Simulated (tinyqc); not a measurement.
CIS and TDHF on RHF in the sto-3g basis, for BeH2, spin multiplicity 1, step by step. One step of it, computed by the program tinyqc.

Problem. TDHF (RPA) triplet states. B(ia,jb) = - (ib|ja); the squared energies are the eigenvalues of (A - B)(A + B); 1 hartree = 27.211386 eV.

CIS matrix A, triplet (hartree):
```
           1>4        1>5        1>6        1>7        2>4        2>5        2>6        2>7
1>4   4.163317   0.000000   0.000000   0.000000   0.007868   0.000000   0.000000   0.000000
1>5   0.000000   4.163317   0.000000   0.000000   0.000000   0.007868   0.000000   0.000000
1>6   0.000000   0.000000   4.498938   0.003100   0.000000   0.000000   0.006735  -0.002511
1>7   0.000000   0.000000   0.003100   4.874059   0.000000   0.000000  -0.002511   0.008612
2>4   0.007868   0.000000   0.000000   0.000000   0.299798   0.000000   0.000000   0.000000
2>5   0.000000   0.007868   0.000000   0.000000   0.000000   0.299798   0.000000   0.000000
2>6   0.000000   0.000000   0.006735  -0.002511   0.000000   0.000000   0.519213  -0.053919
2>7   0.000000   0.000000  -0.002511   0.008612   0.000000   0.000000  -0.053919   0.952486
3>4  -0.001374   0.000000   0.000000   0.000000  -0.000363   0.000000   0.000000   0.000000
3>5   0.000000  -0.001374   0.000000   0.000000   0.000000  -0.000363   0.000000   0.000000
3>6   0.000000   0.000000  -0.000210  -0.010845   0.000000   0.000000   0.009675  -0.131198
3>7   0.000000   0.000000  -0.010845  -0.002439   0.000000   0.000000  -0.131198  -0.018174

           3>4        3>5        3>6        3>7
1>4  -0.001374   0.000000   0.000000   0.000000
1>5   0.000000  -0.001374   0.000000   0.000000
1>6   0.000000   0.000000  -0.000210  -0.010845
1>7   0.000000   0.000000  -0.010845  -0.002439
2>4  -0.000363   0.000000   0.000000   0.000000
2>5   0.000000  -0.000363   0.000000   0.000000
2>6   0.000000   0.000000   0.009675  -0.131198
2>7   0.000000   0.000000  -0.131198  -0.018174
3>4   0.274590   0.000000   0.000000   0.000000
3>5   0.000000   0.274590   0.000000   0.000000
3>6   0.000000   0.000000   0.459812   0.054361
3>7   0.000000   0.000000   0.054361   0.907817
```

Two-electron integrals over orbitals (pq|rs), unique and non-zero (hartree):
```
(11|11) 2.271515    (21|11) -0.194755   (21|21) 0.025881    (22|11) 0.486974
(22|21) -0.005272   (22|22) 0.423423    (31|11) 0.035236    (31|21) -0.003452
(31|22) 0.006631    (31|31) 0.006544    (32|11) -0.000136   (32|21) 0.003314
(32|22) 0.062450    (32|31) 0.012522    (32|32) 0.140735    (33|11) 0.454742
(33|21) -0.003878   (33|22) 0.386803    (33|31) -0.004323   (33|32) -0.051301
(33|33) 0.453678    (41|41) 0.015766    (42|41) 0.014997    (42|42) 0.048162
(43|41) -0.002835   (43|42) -0.006151   (43|43) 0.015636    (44|11) 0.569174
(44|21) -0.007868   (44|22) 0.368850    (44|31) 0.001374    (44|32) 0.000363
(44|33) 0.354573    (44|44) 0.449859    (51|51) 0.015766    (52|51) 0.014997
(52|52) 0.048162    (53|51) -0.002835   (53|52) -0.006151   (53|53) 0.015636
(54|54) 0.024249    (55|11) 0.569174    (55|21) -0.007868   (55|22) 0.368850
(55|31) 0.001374    (55|32) 0.000363    (55|33) 0.354573    (55|44) 0.401360
(55|55) 0.449859    (61|11) -0.182216   (61|21) 0.024508    (61|22) -0.007163
(61|31) -0.005039   (61|32) -0.000806   (61|33) -0.003589   (61|44) -0.004810
(61|55) -0.004810   (61|61) 0.023945    (62|11) 0.108922    (62|21) -0.006539
(62|22) -0.030606   (62|31) 0.000187    (62|32) -0.018932   (62|33) -0.039391
(62|44) 0.051208    (62|55) 0.051208    (62|61) -0.003901   (62|62) 0.075363
(63|11) -0.032994   (63|21) 0.000931    (63|22) -0.032173   (63|31) -0.002491
(63|32) -0.085054   (63|33) 0.043297    (63|44) -0.016037   (63|55) -0.016037
(63|61) 0.001151    (63|62) -0.005952   (63|63) 0.086336    (64|41) 0.016326
(64|42) 0.046280    (64|43) -0.009755   (64|64) 0.050714    (65|51) 0.016326
(65|52) 0.046280    (65|53) -0.009755   (65|65) 0.050714    (66|11) 0.475230
(66|21) -0.006735   (66|22) 0.391112    (66|31) 0.000210    (66|32) -0.009675
(66|33) 0.411027    (66|44) 0.366342    (66|55) 0.366342    (66|61) -0.006007
(66|62) -0.032062   (66|63) 0.015753    (66|66) 0.411851    (71|11) -0.006814
(71|21) 0.003210    (71|22) 0.007739    (71|31) 0.010690    (71|32) 0.018762
(71|33) -0.007583   (71|44) -0.000037   (71|55) -0.000037   (71|61) -0.000158
(71|62) -0.001114   (71|63) -0.001658   (71|66) -0.001815   (71|71) 0.021130
(72|11) 0.028710    (72|21) -0.000583   (72|22) -0.021272   (72|31) 0.003538
(72|32) -0.041789   (72|33) 0.008238    (72|44) 0.011980    (72|55) 0.011980
(72|61) -0.001086   (72|62) 0.025986    (72|63) 0.055784    (72|66) -0.002967
(72|71) 0.007080    (72|72) 0.059867    (73|11) 0.137345    (73|21) -0.005034
(73|22) -0.004331   (73|31) -0.000409   (73|32) -0.000494   (73|33) -0.019924
(73|44) 0.058545    (73|55) 0.058545    (73|61) -0.003133   (73|62) 0.067867
(73|63) -0.025688   (73|66) -0.025190   (73|71) -0.002228   (73|72) 0.010411
(73|73) 0.079482    (74|41) 0.000940    (74|42) 0.005447    (74|43) 0.012913
(74|64) 0.002048    (74|74) 0.016694    (75|51) 0.000940    (75|52) 0.005447
(75|53) 0.012913    (75|65) 0.002048    (75|75) 0.016694    (76|11) -0.003100
(76|21) 0.002511    (76|22) 0.053919    (76|31) 0.010845    (76|32) 0.131198
(76|33) -0.054361   (76|44) 0.000725    (76|55) 0.000725    (76|61) -0.000877
(76|62) -0.015601   (76|63) -0.093040   (76|66) -0.013975   (76|71) 0.016382
(76|72) -0.055106   (76|73) 0.003450    (76|76) 0.139110    (77|11) 0.575404
(77|21) -0.008612   (77|22) 0.433134    (77|31) 0.002439    (77|32) 0.018174
(77|33) 0.438317    (77|44) 0.390412    (77|55) 0.390412    (77|61) -0.008782
(77|62) -0.036542   (77|63) -0.004994   (77|66) 0.432974    (77|71) 0.000598
(77|72) -0.013110   (77|73) -0.008440   (77|76) 0.012478    (77|77) 0.488003
```

Give: TDHF matrix B, triplet; squared energies w^2; TDHF energies from the positive w^2.

Solution.

TDHF matrix B, triplet (hartree):
```
         1>4      1>5      1>6      1>7      2>4      2>5      2>6      2>7
1>4  -0.0158   0.0000   0.0000   0.0000  -0.0150   0.0000   0.0000   0.0000
1>5   0.0000  -0.0158   0.0000   0.0000   0.0000  -0.0150   0.0000   0.0000
1>6   0.0000   0.0000  -0.0239   0.0002   0.0000   0.0000   0.0039   0.0011
1>7   0.0000   0.0000   0.0002  -0.0211   0.0000   0.0000   0.0011  -0.0071
2>4  -0.0150   0.0000   0.0000   0.0000  -0.0482   0.0000   0.0000   0.0000
2>5   0.0000  -0.0150   0.0000   0.0000   0.0000  -0.0482   0.0000   0.0000
2>6   0.0000   0.0000   0.0039   0.0011   0.0000   0.0000  -0.0754  -0.0260
2>7   0.0000   0.0000   0.0011  -0.0071   0.0000   0.0000  -0.0260  -0.0599
3>4   0.0028   0.0000   0.0000   0.0000   0.0062   0.0000   0.0000   0.0000
3>5   0.0000   0.0028   0.0000   0.0000   0.0000   0.0062   0.0000   0.0000
3>6   0.0000   0.0000  -0.0012   0.0031   0.0000   0.0000   0.0060  -0.0679
3>7   0.0000   0.0000   0.0017   0.0022   0.0000   0.0000  -0.0558  -0.0104

         3>4      3>5      3>6      3>7
1>4   0.0028   0.0000   0.0000   0.0000
1>5   0.0000   0.0028   0.0000   0.0000
1>6   0.0000   0.0000  -0.0012   0.0017
1>7   0.0000   0.0000   0.0031   0.0022
2>4   0.0062   0.0000   0.0000   0.0000
2>5   0.0000   0.0062   0.0000   0.0000
2>6   0.0000   0.0000   0.0060  -0.0558
2>7   0.0000   0.0000  -0.0679  -0.0104
3>4  -0.0156   0.0000   0.0000   0.0000
3>5   0.0000  -0.0156   0.0000   0.0000
3>6   0.0000   0.0000  -0.0863   0.0257
3>7   0.0000   0.0000   0.0257  -0.0795
```

squared energies w^2 (hartree^2): 0.0751  0.0751  0.0875  0.0875  0.1603  0.2101  0.8933  0.9884  17.3327  17.3327  20.2400  23.7566

TDHF energies from the positive w^2 (eV): 7.4579  7.4579  8.0487  8.0487  10.8953  12.4736  25.7190  27.0532  113.2878  113.2878  122.4211  132.6304
